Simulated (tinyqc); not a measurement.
Inside a calculation. Model: off-state leakage of single and stacked transistors.

Numbers from tinyqc (`OMP_NUM_THREADS=1 python tinyqc.py 2242173 2242174 out.jsonl`; about 0.03 s on one thread of a shared Intel Xeon 2.30GHz). Printed values are rounded.

n-channel devices of unit width. Subthreshold current I(Vg, Vs, Vd) = I0 (T/300 K)^0.5 exp[(Vg - Vs - VT(T) - gb (Vs - Vb) + dd (Vd - Vs))/(nf Vt)] (1 - exp(-(Vd - Vs)/Vt)), VT(T) = VT - cT (T - 300 K). Gate-edge tunnelling Ig (Vd/1 V) exp(ag (Vd - 1 V)), for a gate at 0 V, and band-to-band leakage Ab u exp(-Bb/u), u = Vd - Vb + 1 V, flow at a drain held at V; both are taken as independent of T. In a stack of off transistors (all gates at 0 V) the same subthreshold current passes through each.

Inputs (values chosen for the exercise); values of the order met in bulk silicon logic transistors:

| symbol | value | unit | meaning |
|---|---|---|---|
| T | 358 | K | temperature |
| V | 1 | V | supply voltage |
| VT | 0.35 | V | threshold at 300 K, zero drain and body bias |
| cT | 0.9 | mV/K | fall of the threshold with temperature |
| I0 | 0.61 | uA/um | current at threshold at 300 K |
| nf | 1.27 |  | slope factor |
| dd | 0.15 |  | drain-induced lowering per volt |
| gb | 0.08 |  | rise of the threshold per volt of source-body bias |
| Ig | 1e-6 | uA/um | gate-edge tunnelling current at 1 V |
| ag | 3.9 | 1/V | exponential slope of the gate current |
| Ab | 1 | uA/(um V) | prefactor of band-to-band leakage at the drain |
| Bb | 28 | V | its exponential voltage |
| Vb | -0.6 | V | body voltage |

Constants: q = 1.602176634e-19 C, kB = 1.380649e-23 J/K, Vt = kB T/q. Results are converted to the units shown.

## Leakage of one transistor

Vg = Vs = 0, Vd = V; effective threshold VT(T) - gb Vb - dd V.

effective threshold = 0.1958 V
parts (nA/um): subthreshold 4.501143, gate edge 0.001, band-to-band 0.05469604
total = 4.556839 nA/um
shares (%): subthreshold 98.77775, gate edge 0.02194504, band-to-band 1.200307

The subthreshold part is the largest.

## Starting value

Vx = dd V/(1 + gb + 2 dd), the solution for Vx well above Vt, rounded to three decimals.

Vx at the start = 0.109 V

## Iteration 1: new Vx

Stack of two, Vx the node between them: I_low = I(0, 0, Vx), I_up = I(0, Vx, V), f = ln(I_up/I_low), f' = -(1 + gb + 2 dd)/(nf Vt) - 1/(Vt (exp(Vx/Vt) - 1)) - 1/(Vt (exp((V - Vx)/Vt) - 1)), Vx(new) = Vx - f/f'.

I_low = 0.1442033 nA/um
I_up = 0.1469585 nA/um
f = 0.01892598
f' = -36.19779 1/V
Vx after iteration 1 = 0.1095228 V

## Iteration 2: new Vx

As before.

I_low = 0.1445653 nA/um
I_up = 0.1445659 nA/um
f = 4.424934e-6
f' = -36.18092 1/V
Vx after iteration 2 = 0.1095230 V

## Course of the iteration

Stop when the step is below 1e-11 V, or after 40 iterations.

Course of the iteration:

| iteration | Vx before the step (V) | step (V) |
|---|---|---|
| 1 | 0.109 | 5.23e-4 |
| 2 | 0.1095228 | 1.22e-7 |
| 3 | 0.1095230 | 6.61e-15 |

Converged in 3 iterations. The subthreshold current of the stack is 0.1446 nA/um, 31.1 times less than that of one transistor (the drain leakage is unchanged); the estimate exp[dd V (1 + gb + dd)/((1 + gb + 2 dd) nf Vt)] gives 30.3.
